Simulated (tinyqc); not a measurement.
Worked calculation: kinetics of strain relaxation and threading dislocations in mismatched semiconductor layers. Computed by tinyqc, a small Python program that keeps every step. Command: `OMP_NUM_THREADS=1 python tinyqc.py 3027096 3027097 out.jsonl threading walk`. One thread of a shared host (Intel(R) Xeon(R) Processor @ 2.30GHz), about 0.01 s of CPU time with the checks. Intermediate numbers are printed to about 6 digits and carried at full precision; extremes and crossings named in words are read from the listed rows.

60-degree dislocations on {111} planes of a (001) layer, isotropic elasticity. The Schmid factor is 1/sqrt(6), and a misfit segment relieves strain with b/2.

Inputs (values chosen for the exercise, modelled on Si(0.7)Ge(0.3) on Si):
```
quantity                                      value          unit
misfit f                                     0.0135             -
shear modulus G                                62.3           GPa
Poisson ratio nu                               0.27             -
Burgers vector b                               3.89      angstrom
glide activation energy Q                      2.05            eV
velocity prefactor v0                         32000   m/s per MPa
layer thickness h                               110            nm
anneal temperature T                            748             K
anneal time t                                   170             s
initial thread density rho_0                6.4e+06        1/cm^2
multiplication constant delta                 37000           1/m
grading rate (misfit per thickness) R_f      0.0015  1/micrometre
growth temperature of the buffer T_g           1035             K
growth rate R_g                                 8.5          nm/s
reaction radius r_A                             8.4            nm
final thickness of a thick uniform layer H     0.35    micrometre
aspect ratio of a trench                        1.4             -
```

Sources: multiplication.

Constants: k_B = 8.617333262e-05 eV/K.

## Excess stress and glide velocity at the start

Excess resolved stress tau = (1/sqrt 6) [2 G (1 + nu)/(1 - nu)] (e - e_eq), e_eq = b (1 - nu/4) [ln(h/b) + 1]/(4 pi (1 + nu) h), the Matthews-Blakeslee strain of an uncapped layer; glide velocity v = v0 tau exp(-Q/(k_B T)), tau in MPa.

equilibrium strain e_eq = 0.00137298

excess stress tau = 1073.19 MPa

mobility v/tau = 4.93087e-10 m/s per MPa

initial velocity = 0.529177 micrometre/s

The layer carries 9.8 times its equilibrium strain. In the anneal time a thread would run 90 micrometre at this speed. Caution: at stresses above about 1 GPa the linear velocity law understates glide, as stress lowers the kink barrier.

## Relaxation in the anneal

Threads run in two directions, so de/dt = -(b/4) rho v, and they multiply as d rho/dt = delta rho v. With x = e - e_eq, x0 = f - e_eq (fully strained at t = 0) and v = m S x (m the mobility, S x = tau): rho = rho_0 + (4 delta/b)(x0 - x), so dx/dt = -k x (a - x), k = delta m S, a = x0 + b rho_0/(4 delta): a logistic law, x = a/[1 + (a/x0 - 1) exp(k a t)]. The half time is that at which x = x0/2.

strain left e = 0.0101225

share of the excess strain relieved = 27.8513 %

thread density = 1.34902e+08 1/cm^2

half time = 216.879 s

Relaxation is under way. The misfit lines laid down are 0.058 micrometre apart. Caution: blocking of threads by crossing misfit lines, left out here, leaves real layers with more strain.

## Anneal temperature

The formulas are those given above.

After the time t:
```
T (K)  first velocity (micrometre/s)  relieved (%)  threads (1/cm^2)  half time (s)
658                      6.82953e-03   6.08671e-02       6.68083e+06    1.68046e+04
680                      2.19978e-02   2.05621e-01       7.34871e+06    5.21724e+03
707                      8.36776e-02   9.55480e-01       1.08085e+07    1.37155e+03
728                      2.20874e-01   4.05620e+00       2.51148e+07    5.19607e+02
754                      6.81573e-01   5.10451e+01       2.41916e+08    1.68386e+02
771                      1.36659e+00   9.88147e+01       4.62319e+08    8.39809e+01
794                      3.34045e+00   1.00000e+02       4.67788e+08    3.43569e+01
833                      1.35835e+01   1.00000e+02       4.67788e+08    8.44905e+00
```

The half time follows exp(Q/(k_B T)), a decade for each 55 K near 754 K. Relief goes from 4.1 % at 728 K to 98.8 % at 771 K: with multiplication the onset is abrupt, after an incubation in which threads breed, and the final density is set by delta, not by rho_0. Caution: rows with more than 50 % relieved leave out blocking by crossing misfit lines, which slows real layers.

## Graded buffer

In steady grading, strain is fed at R_f R_g and relieved at (b/4) rho v. As a glide-limited estimate, the driving stress is taken as the mean stress of the strained top zone, whose depth z solves R_f z/2 = e_eq(z), with strain R_f z at the surface; tau_g = S R_f z/2 is its mean; then rho = 4 R_f R_g/(b m tau_g), m = v0 exp(-Q/(k_B T_g)), S = (1/sqrt 6) 2 G (1 + nu)/(1 - nu), e_eq(z) = b (1 - nu/4) [ln(z/b) + 1]/(4 pi (1 + nu) z).

depth z of the strained zone = 497.071 nm

stress tau_g = 32.9915 MPa

thread density of the buffer = 119189 1/cm^2

buffer thickness f/R_f = 9 micrometre

Raising T_g by 50 K would lower this density by a factor 2.9: fast glide lets few threads do the work.

## Thick uniform layer and trapping in a trench

A separate case, a thick relaxed layer. Pair reactions during growth: d rho/dh = -K rho^2 with K = 2 r_A tan(psi) and threads inclined by psi = 45 degrees (the <110> lines of {111} planes), so rho = 1/(K H) for a layer that starts with far more threads than that, as highly mismatched layers do. In a trench along [110] a thread on {111} rises at 54.74 degrees across the width, and leaves through the wall below the height w tan(54.74 degrees) = sqrt(2) w; the share of threads, evenly spread over the floor, that reach the top is max(0, 1 - a/sqrt 2) for the aspect ratio a.

thread density at H = 1.70068e+10 1/cm^2

share that reaches the top = 0.0100505

The trench is too shallow to trap all. Thickness alone needs 6000 micrometre for 1e6 /cm^2. Caution: at this small misfit a layer may start with fewer threads than 1/(K H), which is then only an upper bound.

Checks made by the program: strain against numerical integration (relative difference below 1e-10).
